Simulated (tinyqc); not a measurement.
Self-heating of a transistor with one or more fingers, with temperature-dependent conductivity: one step, computed by the program tinyqc. Command: `OMP_NUM_THREADS=1 python tinyqc.py 3011396 3011397 out.jsonl selfheat walk`. One thread of a shared host (Intel(R) Xeon(R) Processor @ 2.30GHz), about 0.07 s of CPU time with the checks.

N long parallel fingers lie on the top face of a slab whose bottom is held at T_0; the top is otherwise insulated, and heat flows in two dimensions. P in W/mm is 1000 P in W/m.

Task: Correction for the falling conductivity. Kirchhoff transformation for kappa = kappa_0 (T/T_0)^-m: T = T_0 [1 - (m - 1) theta/T_0]^(-1/(m - 1)), where theta is the linear rise. The bracket vanishes at the power P T_0/((m - 1) theta).

Inputs (values chosen for the exercise, modelled on sapphire): exponent m in kappa ~ T^-m = 1.15; base temperature T_0 = 358 K; power per gate width P = 0.34 W/mm.

Power: fixed power.

largest theta = 35.15201 K

Give: peak temperature; true rise; true rise / linear rise; power at which the formula diverges.

Result:

peak temperature = 395.22 K

true rise = 37.224 K

true rise / linear rise = 1.0589

power at which the formula diverges = 23.085 W/mm

The falling conductivity adds 5.9 % to the rise.
